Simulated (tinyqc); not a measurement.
Mean-field antiferromagnet of the Hubbard model on the square lattice, step by step. Values are carried at full precision from step to step, so a last printed digit may differ when a step is redone from the rounded ones.

e(k) = -2 t (cx + cy) - 4 t2 cx cy, ci = cos ki; one electron a site; Q = (pi, pi). <n_up - n_dn> = m cos(Q.R) gives Delta = U m/2 and bands E = e+ -/+ sqrt(e-^2 + Delta^2), e+- = (e(k) +- e(k + Q))/2 (the constant U/2 is dropped). Means run over the mesh k_i = 2 pi (j + 1/2)/N of the whole zone: mu from mean(f(E-) + f(E+)) = 1; m(out) = mean of Delta (f(E-) - f(E+))/sqrt(e-^2 + Delta^2); free energy per site F = -kT mean[ln(1 + exp(-(E- - mu)/kT)) + ln(1 + exp(-(E+ - mu)/kT))] + mu + U m^2/4. Order at T > 0 in two dimensions is an artefact of mean field.

Constants: kB = 8.617333262e-05 eV/K.

Inputs chosen for the exercise:
- t = 0.51 eV (nearest hopping)
- t2 = 0 eV (second hopping)
- N = 6 (mesh)
- U = 5.03 eV (on-site repulsion)
- m0 = 0.37 (starting staggered moment)
- T = 600 K

## Folded levels on the mesh

Collect the points with equal |e-| and e+.

Classes of points:

| \|e-\| (eV) | e+ (eV) | points |
|---|---|---|
| 0.00000 | 0.00000 | 12 |
| 0.88335 | 0.00000 | 16 |
| 1.76669 | 0.00000 | 8 |

## One mean-field step

From m = m0 form Delta, the two bands of each class and m(out).

Delta = 0.9305 eV

E-, E+ and Delta/sqrt(e-^2 + Delta^2) of each class:

| \|e-\| (eV) | E- (eV) | E+ (eV) | Delta/sqrt(e-^2 + Delta^2) |
|---|---|---|---|
| 0.0000 | -0.9305 | 0.9305 | 1.0000 |
| 0.8833 | -1.2831 | 1.2831 | 0.7253 |
| 1.7667 | -1.9968 | 1.9968 | 0.4660 |

m(out) = 0.7592

m(out) is above m0, so the next step starts from a larger moment.

## Self-consistency

Repeat with m = m(out) until |m(out) - m| < 1e-8; F(0) is the free energy at m = 0.

Iterations:

| step | m | Delta (eV) | m(out) | F (eV) |
|---|---|---|---|---|
| 1 | 0.370000 | 0.93055 | 0.759234 | -1.152006 |
| 2 | 0.759234 | 1.90947 | 0.899821 | -1.424778 |
| 3 | 0.899821 | 2.26305 | 0.922521 | -1.453885 |
| 4 | 0.922521 | 2.32014 | 0.925493 | -1.454619 |
| 5 | 0.925493 | 2.32761 | 0.925870 | -1.454631 |
| 6 | 0.925870 | 2.32856 | 0.925917 | -1.454631 |
| 7 | 0.925917 | 2.32868 | 0.925923 | -1.454631 |
| 8 | 0.925923 | 2.32870 | 0.925924 | -1.454631 |
| 9 | 0.925924 | 2.32870 | 0.925924 | -1.454631 |
| 10 | 0.925924 | 2.32870 | 0.925924 | -1.454631 |
| 11 | 0.925924 | 2.32870 | 0.925924 | -1.454631 |

m = 0.9259
Delta = 2.3287 eV
lowest E+ minus highest E- on the mesh = 4.6574 eV
F - F(0) = -645.54 meV

Converged in 11 steps. The ordered state lies 645.54 meV a site below the paramagnet and is an insulator on this mesh. A mesh of N = 48 gives m = 0.926 and F - F(0) = -623.0 meV.

## Checks

- Energy gain at U = 400 t against the exchange limit -z t^2/U a site (z neighbours), counted from -U/4 (eV): both -0.00510.

Computed by tinyqc, a small Python program: `OMP_NUM_THREADS=1 python tinyqc.py 1652296 1652297 out.jsonl` (the numbers bound the seed that draws the inputs); one thread of a shared host (Intel(R) Xeon(R) Processor @ 2.30GHz), about 0.1 s for the whole set of steps.
